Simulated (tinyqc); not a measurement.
# From one set of inputs to another, one input at a time

Model: implant damage, amorphisation by cascade overlap, and solid-phase epitaxial regrowth. Computed by tinyqc, a small Python program. Command: `OMP_NUM_THREADS=1 python tinyqc.py 3111826 3111827 out.jsonl sper ladder`. One thread of a shared host (Intel(R) Xeon(R) Processor @ 2.30GHz), about 0.01 s of CPU time with the checks.

Range and width of the damage are inputs. Dynamic annealing enters only through the surviving share f.

The inputs printed are set A. Set A is modelled on indium ions in silicon; the values taken over come from a set modelled on phosphorus ions in silicon. Inputs not listed in the table keep their values of set A, so the rows need not describe a real material.

Inputs (values chosen for the exercise, modelled on indium ions in silicon): atomic density N = 49.9 1/nm^3; ion Z1 = 49; ion mass M1 = 114.8 u; target Z2 = 14; target mass M2 = 28.09 u; ion energy E = 43 keV; displacement energy E_d = 16 eV; depth of the damage peak R_d = 17 nm; width of the damage profile s_d = 11 nm; share of defects that survive f = 0.43; critical displaced share x_c = 0.16; dose Q = 1e+15 1/cm^2.

Constants: a_0 = 0.529177210903 angstrom; e^2/(4 pi eps_0) = 14.39964548 eV angstrom.

Method:
- Robinson partition: eps = E a M2/(Z1 Z2 (e^2/(4 pi eps_0)) (M1 + M2)), a = 0.8853 a_0/sqrt(Z1^(2/3) + Z2^(2/3)); k = 0.0793 Z1^(2/3) Z2^(1/2) (M1 + M2)^(3/2)/((Z1^(2/3) + Z2^(2/3))^(3/4) M1^(3/2) M2^(1/2)); damage energy T_d = E/(1 + k (eps + 0.40244 eps^(3/4) + 3.4008 eps^(1/6))); displacements nu = 0.8 T_d/(2 E_d).
- Displaced share x(z) = f nu Q exp(-(z - R_d)^2/(2 s_d^2))/(sqrt(2 pi) s_d N); the layer is amorphous where x > x_c, between R_d -/+ s_d sqrt(2 ln(x_max/x_c)), the upper edge being cut at the surface. Threshold dose Q_c = Q x_c/x_max.
- Displaced atoms per area beyond the lower edge z2: f nu Q (1/2) erfc((z2 - R_d)/(sqrt2 s_d)); they are not removed by regrowth.

Each row keeps all changes above it:
```
input moved                            from       to  threshold dose Q_c (1/cm^2)  lower edge (nm)  displaced atoms beyond z2 (1/cm^2)
set A                                     -        -                   6.0820e+13            43.03                          3.2511e+15
ion energy E (keV)                       43       92                   2.9600e+13            46.19                          2.9641e+15
displacement energy E_d (eV)             16       15                   2.7750e+13            46.45                          2.9421e+15
width of the damage profile s_d (nm)     11       52                   1.3118e+14           121.81                          1.7393e+16
dose Q (1/cm^2)                       1e+15  5.3e+14                   1.3118e+14           103.90                          1.9909e+16
share of defects that survive f        0.43     0.41                   1.3758e+14           102.40                          2.0148e+16
depth of the damage peak R_d (nm)        17       80                   1.3758e+14           165.40                          2.0148e+16
critical displaced share x_c           0.16     0.19                   1.6337e+14           159.78                          2.5054e+16
```

Threshold dose Q_c goes from 6.08e13 to 1.63e14, a factor 2.69 in all. The largest single move comes from width of the damage profile s_d (a factor 4.73), and ion energy E works against it (a factor 0.487). Lower edge goes from 43.0 to 160, a factor 3.71 in all. The largest single move comes from width of the damage profile s_d (a factor 2.62), and dose Q works against it (a factor 0.853). Displaced atoms beyond z2 goes from 3.25e15 to 2.51e16, a factor 7.71 in all. The largest single move comes from width of the damage profile s_d (a factor 5.91). The single moves hold for this order of the switches; the total does not depend on the order.

Extremes, crossings and ranges named in words are read from the listed rows.
